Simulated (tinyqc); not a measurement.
Inside a calculation. Method: plane-wave Kohn-Sham cycle with exchange-only LDA in a layered model solid. One step of it, computed by the program tinyqc.

Question. Iteration 2: potential. V_H(G) = 4 pi rho(G)/G^2 for G != 0 (uniform background); v_x = -(3 rho/pi)^(1/3); V = V_ext + V_H + v_x; Fourier components f(G_m) = (1/N) sum_j f(x_j) exp(-i G_m x_j).

A solid whose potential varies along x alone (atomic units):
```
parameter,value
period a,14.200000
cross-section of the cell,20.000000
electrons per cell,4
grid points,16
"plane waves -n..n, n",2
k points,1
V1 in V1 cos(2 pi x/a),-0.750000
V2 in V2 cos(4 pi x/a),-0.170000
```

density after iteration 1 (e/bohr^3): 0.03066649  0.03234568  0.03176697  0.02239326  0.00914287  0.00136875  0.00005285  0.00023034  0.00008417  0.00023034  0.00005285  0.00136875  0.00914287  0.02239326  0.03176697  0.03234568

Give: Potentials on the grid; V(G_m), m = 0, 1, 2, ....

Answer.

Potentials on the grid (hartree):
```
x,V_ext,V_H,v_x,V
0.0000,-0.9200,1.2276,-0.3082,-0.0006
0.8875,-0.8131,1.1439,-0.3138,0.0170
1.7750,-0.5303,0.8812,-0.3119,0.0390
2.6625,-0.1668,0.4513,-0.2776,0.0070
3.5500,0.1700,-0.0573,-0.2059,-0.0932
4.4375,0.4072,-0.5221,-0.1093,-0.2242
5.3250,0.5303,-0.8665,-0.0370,-0.3732
6.2125,0.5727,-1.0732,-0.0604,-0.5608
7.1000,0.5800,-1.1423,-0.0432,-0.6054
7.9875,0.5727,-1.0732,-0.0604,-0.5608
8.8750,0.5303,-0.8665,-0.0370,-0.3732
9.7625,0.4072,-0.5221,-0.1093,-0.2242
10.6500,0.1700,-0.0573,-0.2059,-0.0932
11.5375,-0.1668,0.4513,-0.2776,0.0070
12.4250,-0.5303,0.8812,-0.3119,0.0390
13.3125,-0.8131,1.1439,-0.3138,0.0170
```

V(G_m), m = 0, 1, 2, ... (hartree): -0.1864  0.1520  -0.0551  0.0023  -0.0078
